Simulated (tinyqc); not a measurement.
Field from the level spacing.

Problem. In a triangular well E_k = a_k (C F^2/mz1)^(1/3), a_1 = 2.338107, a_2 = 4.087949, C = hbar^2/(2 m0), F in eV/nm (1 MV/cm = 0.1 eV/nm). Find F, E_1, the mean distance 2 E_1/(3 F) of the lowest level and the sheet charge eps0 eps_r F/q behind such a field.

Parameters, values chosen for the exercise:
```
symbol  value  unit                                     meaning
eps_r    11.6                             relative permittivity
mz1     0.928    m0  mass along z of valley set A (2 valley(s))
```

Constants: q = 1.602176634e-19 C, hbar = 1.054571817e-34 J s, m0 = 9.1093837015e-31 kg, eps0 = 8.8541878128e-14 F/cm where lengths are in cm, hbar^2/(2 m0) = 0.0380998212 eV nm^2. Results are converted to the units shown.

spacing of the two lowest levels = 165.84364 meV

Answer. The spacing over a_2 - a_1 is the energy scale (C F^2/mz1)^(1/3), which gives F.

F = 1.44 MV/cm
E_1 = 222 meV
mean distance = 1.03 nm
sheet charge over q = 9.23e12 cm^-2

tinyqc, about 0.8 s, one thread, Intel Xeon 2.30GHz (shared host): `OMP_NUM_THREADS=1 python tinyqc.py 2160078 2160079 out.jsonl`
